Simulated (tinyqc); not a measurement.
From one set of inputs to another, one input at a time: Gupta-type many-body potential for a metal. Computed by tinyqc, a small Python program. Command: `OMP_NUM_THREADS=1 python tinyqc.py 3006375 3006376 out.jsonl gupta ladder`. One thread of a shared host (Intel(R) Xeon(R) Processor @ 2.30GHz), about 0.02 s of CPU time with the checks.

E_i = sum_j A exp(-p (r_ij/r0 - 1)) - xi rho_i^gamma, with rho_i = sum_j exp(-2 q (r_ij/r0 - 1)); gamma = 1/2 is the tight-binding second-moment form. The crystal is fcc unless stated; d is the neighbour distance and a fixed number of shells is kept.

The inputs printed are set A. Set A is modelled on palladium; the values taken over come from a set modelled on lead. Inputs not listed in the table keep their values of set A, so the rows need not describe a real material.

Inputs (values chosen for the exercise, modelled on palladium):

| quantity | value | unit |
|---|---|---|
| repulsion A | 0.177 | eV |
| hopping xi | 1.72 | eV |
| decay p | 10.9 | - |
| decay q | 3.8 | - |
| reference distance r0 | 2.749 | angstrom |
| shells kept | 3 | - |
| embedding exponent gamma | 0.5 | - |

Constants: 1 eV/angstrom^3 = 160.2176634 GPa.

Method:
- fcc shells: d sqrt(k), k = 1..5, with 12, 6, 24, 12, 24 atoms; Omega = d^3/sqrt2.
- Equilibrium: dE/dd = 0; B = d^2 E''(d)/(9 Omega).
- Second derivatives of E/Omega at equilibrium under homogeneous strain: e_xx = h gives C11; e_xx = -e_yy = h gives 2 (C11 - C12); e_xy = e_yx = h/2 gives C44.

Each row keeps all changes above it:

| input moved | from | to | cohesive energy E_c (eV) | bulk modulus B (GPa) | Cauchy pressure C12 - C44 (GPa) |
|---|---|---|---|---|---|
| set A | - | - | 3.9074 | 198.20 | 108.56 |
| reference distance r0 (angstrom) | 2.749 | 3.501 | 3.9074 | 95.95 | 52.56 |
| decay q | 3.8 | 3.6 | 3.9303 | 90.99 | 46.15 |
| decay p | 10.9 | 9.31 | 3.9308 | 80.05 | 51.84 |
| hopping xi (eV) | 1.72 | 0.931 | 1.4356 | 26.16 | 16.81 |
| repulsion A (eV) | 0.177 | 0.097 | 2.1108 | 42.88 | 27.77 |

Cohesive energy E_c goes from 3.91 to 2.11, a factor 0.540 in all. The largest single move comes from hopping xi (a factor 0.365), and repulsion A works against it (a factor 1.47). Bulk modulus B goes from 198 to 42.9, a factor 0.216 in all. The largest single move comes from hopping xi (a factor 0.327), and repulsion A works against it (a factor 1.64). Cauchy pressure C12 - C44 goes from 109 to 27.8, a factor 0.256 in all. The largest single move comes from hopping xi (a factor 0.324), and repulsion A works against it (a factor 1.65). The single moves hold for this order of the switches; the total does not depend on the order.

Extremes, crossings and ranges named in words are read from the listed rows.
